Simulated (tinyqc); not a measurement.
Fermi-Dirac statistics of conduction electrons, step by step. Values are carried at full precision from step to step, so a last printed digit may differ when a step is redone from the rounded ones.

Constants: hbar^2/2m0 = 3.80998211 eV angstrom^2; kB = 8.617333262e-05 eV/K; e^2/(4 pi eps0) = 14.39964547 eV angstrom.

Values chosen for the exercise (near those of GaN, lowest valleys alone; shifted at random, so the results belong to these values and not to a real crystal): m = 0.201 m0 (density-of-states mass of the conduction band); T = 400 K; n = 1.4e+19 1/cm^3 (electron density); eps = 9.53 (static dielectric constant); alpha = 0.19 1/eV (non-parabolicity); mh = 1.39 m0 (heavy-hole mass); Eg = 3.392 eV (gap).

## Reduced density

N = 2 (m kB T/(4 pi c))^(3/2) with c = hbar^2/2m0, in 1/angstrom^3; times 1e24 for 1/cm^3; u = n/Nc.

kT = 0.034469 eV
Nc = 3.4816e+18 1/cm^3
u = n/Nc = 4.02118

## Reduced Fermi level by five rules

F_j(eta) = (1/Gamma(j + 1)) integral_0^infinity x^j dx/(1 + exp(x - eta)), which tends to exp(eta) for eta << 0.

With u = n/Nc: Boltzmann eta = ln u; Joyce-Dixon eta = ln u + u/sqrt(8) - 4.95009e-3 u^2 + 1.48386e-4 u^3 - 4.42563e-6 u^4; Nilsson eta = ln u/(1 - u^2) + v/(1 + (0.24 + 1.08 v)^-2) with v = (3 sqrt(pi) u/4)^(2/3); fully degenerate limit eta = v; exact: F_1/2(eta) = u.

Find eta = (EF - Ec)/kT by each rule.

eta: Boltzmann 1.392, Joyce-Dixon 2.742, Nilsson 2.740, degenerate 3.057, exact 2.742

Against the exact value the errors are Boltzmann -1.350, Joyce-Dixon 0.000, Nilsson -0.002, degenerate limit +0.315 (in kT).

## Exact eta by Newton steps

Solve ln F_1/2(eta) = ln u from the Boltzmann value; dF_1/2/d eta = F_-1/2, so the step is -ln(F_1/2/u) F_1/2/F_-1/2. Stop below 1e-9.

Newton steps:

| step | eta | F_1/2 | F_-1/2 | step taken |
|---|---|---|---|---|
| 1 | 1.391576 | 2.01200 | 1.20146 | 1.16 |
| 2 | 2.551167 | 3.69274 | 1.68616 | 0.187 |
| 3 | 2.737772 | 4.01405 | 1.75719 | 0.00406 |
| 4 | 2.741828 | 4.02118 | 1.75871 | 1.85e-06 |
| 5 | 2.741830 | 4.02118 | 1.75871 | 3.82e-13 |

Converged in 5 steps.

## Mean energy, Einstein relation and screening

eta = 2.74183

Mean kinetic energy <E> = (3/2) kT F_3/2/F_1/2; D/mu = (kT/e) F_1/2/F_-1/2; dn/dEF = (Nc/kT) F_-1/2; screening length L = (4 pi (e^2/(4 pi eps0)) (dn/dEF)/eps)^(-1/2), with dn/dEF in 1/(angstrom^3 eV) (1/cm^3 = 1e-24/angstrom^3).

F_-1/2, F_1/2, F_3/2: 1.759  4.021  6.691

<E> = 86.03 meV
D/mu = 78.81 mV
dn/dEF = 1.776e+20 1/(cm^3 eV)
L = 17.22 angstrom

The gas is degenerate. D/mu is 2.286 times kT/e and <E> is 1.664 times (3/2) kT; the Debye formula, with n/kT in place of dn/dEF, would give L = 11.39 angstrom.

## Fermi level in the non-parabolic band

Non-parabolic band E (1 + alpha E) = c k^2/m: n = Nc (2/sqrt(pi)) integral_0^infinity sqrt(x (1 + a x)) (1 + 2 a x) dx/(1 + exp(x - eta)) with a = alpha kT and eta = (EF - Ec)/kT; a = 0 gives n = Nc F_1/2(eta).

Solve for eta at the same n.

a = 0.00655
eta = 2.652
EF - Ec = 91.41 meV

The extra states lower EF by 3.10 meV against the parabolic band.

## Burstein-Moss edge

Vertical transitions from the heavy-hole band reach half-empty states at the k where the conduction energy equals EF: k^2 = E (1 + alpha E) m/c with E = EF - Ec and c = hbar^2/2m0; edge = Eg + E + c k^2/mh. Gap narrowing by many-body effects is left out.

k = 0.07004 1/angstrom
hole energy = 0.0134 eV
edge = 3.4969 eV

The edge moves up by 104.9 meV, of which the valence band supplies 13 %.

## Checks

- Non-parabolic integral at a = 0 against F_1/2(2): both 2.823721.
- F_1/2(40) against the Sommerfeld form (4/(3 sqrt(pi))) eta^(3/2) (1 + pi^2/(8 eta^2)): both 190.45.

(tinyqc, `OMP_NUM_THREADS=1 python tinyqc.py 1682085 1682086 out.jsonl`, Intel(R) Xeon(R) Processor @ 2.30GHz, 1 thread, shared host, about 0.01 s.)
